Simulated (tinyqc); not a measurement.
Velocity overshoot from momentum and energy balance equations after a field step. From steady velocity back to saturation velocity v_s. Computed by tinyqc, a small Python program. Command: `OMP_NUM_THREADS=1 python tinyqc.py 3010058 3010059 out.jsonl overshoot inv`. One thread of a shared host (Intel(R) Xeon(R) Processor @ 2.30GHz), about 0.2 s of CPU time with the checks.

At t = 0 the field jumps from 0 to F in a uniform sample. v is the drift velocity and u = w - (3/2) k_B T the excess energy per carrier.

Inputs (values chosen for the exercise, modelled on holes in silicon except for tau_E):
```
quantity                      value        unit
effective mass m               0.41         m_0
low-field mobility mu_0         450  cm^2/(V s)
energy relaxation time tau_E   0.63          ps
field after the step F          120       kV/cm
lattice temperature T           300           K
```

Scheme: explicit Euler.

Constants: m_0 = 9.1093837015e-31 kg; e = 1.602176634e-19 C; k_B = 8.617333262e-05 eV/K.

Method. dv/dt = e F/m - v/tau_m(u), du/dt = e F v - u/tau_E, tau_m(u) = tau_0/(1 + c u), tau_0 = m mu_0/e, c = mu_0/(e tau_E v_s^2); this choice gives the steady state v (1 + mu_0 F v/v_s^2) = mu_0 F, which saturates at v_s. Steady velocity v = 2 mu_0 F/(1 + sqrt(1 + 4 (mu_0 F/v_s)^2)); u = e F v tau_E; carrier temperature T + 2u/(3 k_B), neglecting the drift energy m v^2/2.

Task: A run gave the result below. Find the saturation velocity v_s, known to lie between 0.46 and 0.89 1e7 cm/s.

steady velocity = 0.6977253 1e7 cm/s

Result:

Each step takes the trial c = (a f_b - b f_a)/(f_b - f_a), f being the result less the target and a, b, c the logarithms of the listed values; c replaces end b, the old b replaces a if the sign of f changed, and otherwise f_a is halved.

Scan of the range:
```
saturation velocity v_s (1e7 cm/s)  steady velocity (1e7 cm/s)
0.460                                                 0.440824
0.513                                                 0.489211
0.573                                                 0.543405
0.640                                                 0.603197
0.714                                                 0.668355
0.797                                                 0.740352
0.890                                                 0.819674
```

False position (Illinois rule, in the logarithm of the input) inside the bracket:
```
step     end a     end b     trial  steady velocity (1e7 cm/s)
1     0.714000  0.797000  0.746761                    0.696909
2     0.797000  0.746761  0.747675                    0.697703
3     0.797000  0.747675  0.747724                    0.697746
4     0.747675  0.747724  0.747700                    0.697725
```

Steady velocity rises at every point of a 13-point scan of the range (every second point is shown), so one value fits; it is bracketed by 0.714 and 0.797. Answer: saturation velocity v_s = 0.7477 1e7 cm/s.

Caution: the excess energy exceeds 0.5 eV, where non-parabolicity, upper valleys and impact ionisation matter.
